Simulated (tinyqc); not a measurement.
Bulk transistor, scale length and short-channel effects: one step of the calculation.

A gate, an insulator of thickness ti and a depleted layer of depth ts on a conducting body. Below threshold the potential that source and drain add obeys Laplace's equation and vanishes on the gate and at the bottom of the depleted layer. Its lowest mode decays along the channel as exp(-k y); k is the smallest positive root of the matching condition at the interface, and the scale length is Lambda = pi/k.

Task. Scan of the matching condition. f(k) = eps_r sin(k ti) cos(k ts) + ei cos(k ti) sin(k ts).

Parameters, values chosen for the exercise; permittivities: semiconductor close to that of gallium nitride, insulator close to that of silicon nitride:
- eps_r = 9.52 (relative permittivity of the semiconductor)
- ei = 7.75 (relative permittivity of the insulator)
- ti = 2.3 nm (insulator thickness)
- ts = 30 nm (depletion depth)

k, point 0 to 7 (1/nm): 0.01625  0.0325  0.04875  0.065  0.08125  0.0975  0.11375  0.13

Find: f(k).

Result.

f(k), point 0 to 7: 3.9420  6.7957  7.7713  6.5942  3.5814  -0.4438  -4.3759  -7.1294

The first change of sign lies between k = 0.08125 and 0.0975 1/nm.

Computed by the program tinyqc: `OMP_NUM_THREADS=1 python tinyqc.py 2420043 2420044 out.jsonl`, one thread of a shared Intel Xeon 2.30GHz, about 0.01 s for the whole run.
